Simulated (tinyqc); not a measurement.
# On-chip interconnect, size-dependent resistivity and RC delay: delay against the liner thickness

A rectangular line between two neighbours and two ground planes. Surface and grain-boundary scattering are added to the bulk resistivity as corrections; capacitances are parallel-plate values without fringing; inductance is ignored.

Metal width x = wd - 2 tl, height y = AR wd - tl; grain boundaries (Mayadas-Shatzkes): al = (lam/(gr x)) Rg/(1 - Rg), g = 1/[1 - 3 al/2 + 3 al^2 - 3 al^3 ln(1 + 1/al)] - 1; surfaces (Fuchs-Sondheimer, thick limit): s = (3/8) lam (1 - ps)(1/x + 1/y); rho = rho0 (1 + g + s); r = rho/(x y); c = eps0 ek (2 wd/hd + 2 Mf AR wd/sp). Elmore delay tE = Rd (c Lw + Cl) + r Lw (c Lw/2 + Cl); t50 is the time at which the far end of a ladder of 30 pi sections (half capacitances at both ends, Cl at the far end, a step applied through Rd) reaches half the step; line share r Lw/(Rd + r Lw); estimate 0.69 Rd (c Lw + Cl) + 0.38 r c Lw^2 + 0.69 r Lw Cl.

Inputs (values chosen for the exercise); metal values close to those of cobalt: bulk resistivity rho0 = 6.16 uohm cm; bulk mean free path lam = 12 nm; specular share of surface scattering ps = 0.2; reflection coefficient of grain boundaries Rg = 0.28; grain size over the metal width gr = 1; drawn line width wd = 35 nm; aspect ratio, height over width AR = 2.1; space to the neighbouring lines sp = 35 nm; dielectric height to the planes above and below hd = 67 nm; relative permittivity of the dielectric ek = 2.2; Miller factor of the neighbours Mf = 1; line length Lw = 330 um; driver resistance Rd = 7000 ohm; load capacitance Cl = 0.066 fF.

Constants: eps0 = 8.8541878128e-12 F/m. Results are converted to the units shown.

The same in every row: c (fF/um) = 0.1022.

Results:
```
tl (nm),rho (uohm cm),r (ohm/um),tE (ps),t50 (ps),estimate (ps),line share of the resistance (%)
0,8.285,32.21,416.3,305.6,299.8,60.29
0.6,8.351,33.89,425.7,313.0,307.0,61.51
1.1,8.410,35.42,434.2,319.6,313.4,62.54
1.7,8.485,37.40,445.3,328.2,321.8,63.81
2.9,8.654,41.98,470.9,348.1,341.3,66.43
3.4,8.732,44.17,483.2,357.6,350.6,67.56
4,8.834,47.08,499.4,370.1,362.9,68.94
```

Estimate the missing row, tl = 2.3 nm.

Computed row:
```
tl (nm),rho (uohm cm),r (ohm/um),tE (ps),t50 (ps),estimate (ps),line share of the resistance (%)
2.3,8.566,39.58,457.5,337.7,331.1,65.11
```

With this row back in the table: As tl goes from 0 to 4, r rises from 32.2 to 47.1 ohm/um, c stays at 0.102 fF/um and t50 rises from 306 to 370 ps. t50/tE lies between 0.734 and 0.741, and the estimate is within 2.0 % of t50.

Program tinyqc, `OMP_NUM_THREADS=1 python tinyqc.py 2100155 2100156 out.jsonl`; Intel Xeon 2.30GHz, shared host, one thread, about 0.01 s.
